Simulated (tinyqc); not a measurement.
Inside a calculation. Method: Hueckel theory of the pi electrons, for the molecule BC=C[CH2+] (SMILES; centres numbered as the heavy atoms are written). One step of it, computed by the program tinyqc.

Problem. Orbitals. Diagonalise; E = alpha + x beta with beta < 0, so the largest x are filled first; degenerate levels share their electrons. P = sum n_i c_ri c_si; each orbital has its largest coefficient positive (the first on a tie).

Hueckel matrix in units of beta (H = alpha + beta A):
```
           1B        2C        3C        4C
1B  -1.040000  0.610000  0.000000  0.000000
2C   0.610000  0.000000  1.000000  0.000000
3C   0.000000  1.000000  0.000000  1.000000
4C   0.000000  0.000000  1.000000  0.000000
```

pi electrons, sum of z_r less the charge = 2

Give: x values; occupations; coefficients; charge and bond-order matrix P.

Solution.

x values: 1.4541  0.1540  -1.0226  -1.6254

occupations: 2.0000  0.0000  0.0000  0.0000

coefficients:
```
       MO1      MO2      MO3      MO4
1B  0.1295  -0.3343   0.7453   0.5621
2C  0.5294  -0.6544   0.0213  -0.5395
3C  0.6908   0.1032  -0.4764   0.5340
4C  0.4751   0.6703   0.4659  -0.3285
```

charge and bond-order matrix P:
```
        1B      2C      3C      4C
1B  0.0335  0.1371  0.1789  0.1230
2C  0.1371  0.5606  0.7315  0.5030
3C  0.1789  0.7315  0.9545  0.6564
4C  0.1230  0.5030  0.6564  0.4514
```
